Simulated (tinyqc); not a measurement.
# Worked calculation: bandgap voltage reference from two bipolar transistors

Numbers from tinyqc (`OMP_NUM_THREADS=1 python tinyqc.py 2062176 2062177 out.jsonl`; about 0.02 s on one thread of a shared Intel Xeon 2.30GHz). Printed values are rounded.

Two transistors of area 1 and N carry the same current I. Is(T) = Is (T/T0)^eta exp[(Vg0 q/kB)(1/T0 - 1/T)], VBE1 = Vt ln(I/Is(T)) + I rb, VBE2 = Vt ln(I/(N Is(T))) + I rb/N. The amplifier forces I R1(T) = VBE1 - VBE2 + Vos, with R(T) = R (1 + tc (T - T0)) for both resistors, and the output is Vref = VBE1 + I R2(T). Base currents and the Early effect are neglected.

Parameters, values chosen for the exercise; values of the order met in silicon bipolar transistors: reference temperature T0 = 298 K; band-gap voltage extrapolated to 0 K Vg0 = 1.198 V; temperature exponent of the saturation current eta = 3.2; saturation current of the unit transistor at T0 Is = 5.8e-18 A; area ratio of the second transistor N = 8; resistor across which the difference of VBE falls, at T0 R1 = 38 kohm; temperature coefficient of both resistors tc = 0 ppm/K; offset of the amplifier Vos = 0 mV; series resistance of the unit transistor rb = 0 ohm; output resistor at T0 R2 = 393 kohm; temperature T = 273 K.

Constants: q = 1.602176634e-19 C, kB = 1.380649e-23 J/K. Results are converted to the units shown.

## Operating point at the reference temperature

Vt = kB T/q; I = (Vt ln N + Vos)/(R1(T) - rb (1 - 1/N)). Evaluate at T = T0.

Vt = 0.0256797 V
I = 1.40525 uA
Is(T) = 5.8e-18 A
VBE1 = 0.673150 V
I R2 = 0.552262 V
Vref = 1.22541 V

## Operating point at another temperature

Vt = kB T/q; I = (Vt ln N + Vos)/(R1(T) - rb (1 - 1/N)).

Vt = 0.0235253 V
I = 1.28736 uA
Is(T) = 6.11352e-20 A
VBE1 = 0.721716 V
I R2 = 0.505931 V
Vref = 1.22765 V

From T0 to T, VBE1 changes by 48.6 mV and I R2 by -46.3 mV, which leaves 2.24 mV in Vref.

## Resistor for zero slope at T0, ideal case

With tc = 0, Vos = 0 and rb = 0 the current is proportional to T, dVBE/dT = (VBE - Vg0 - (eta - 1) Vt)/T, and Vref has zero slope at T0 when Vref = Vg0 + (eta - 1) Vt0. Find VBE1, its slope, that Vref, R2/R1 and the curvature d2Vref/dT2 = -(eta - 1) kB/(q T0).

VBE1 = 0.673150 V
dVBE/dT = -1.95082 mV/K
Vref = 1.25450 V
R2/R1 = 10.8867
curvature = -0.636179 uV/K^2
